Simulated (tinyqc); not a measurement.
Two coupled magnetic layers: synthetic antiferromagnet, spin flop, exchange bias and magnetoresistance: one step, computed by the program tinyqc. Command: `OMP_NUM_THREADS=1 python tinyqc.py 3014962 3014963 out.jsonl saf walk`. One thread of a shared host (Intel(R) Xeon(R) Processor @ 2.30GHz), about 0.2 s of CPU time with the checks.

Moments lie in the plane at the angles p1, p2 from the field. Energy per area: E = J1 cos(p1 - p2) + J2 cos^2(p1 - p2) - B M_s (t1 cos p1 + t2 cos p2) + K (t1 sin^2 p1 + t2 sin^2 p2).

Question. Limit of the antiparallel state. With p1 = 0, p2 = 180 degrees and c2 = J1 - 2 J2 the Hessian is [[c2 + t1 (2K + b), -c2], [-c2, c2 + t2 (2K - b)]], b = B M_s; its determinant vanishes at the positive root of t1 t2 b^2 - c2 (t1 - t2) b - [2K c2 (t1 + t2) + 4 K^2 t1 t2] = 0.

Inputs (values chosen for the exercise, for a model stack): saturation magnetisation M_s = 1290 kA/m; thickness t1 = 1.8 nm; thickness t2 = 1.8 nm; antiferromagnetic coupling J1 = 1.1 mJ/m^2; biquadratic coupling J2 = 0.0078 mJ/m^2; in-plane anisotropy K = 18 kJ/m^3.

Field direction: along the easy axis.

Give: stability limit B_sf of the antiparallel state.

Answer.

stability limit B_sf of the antiparallel state = 163.8 mT
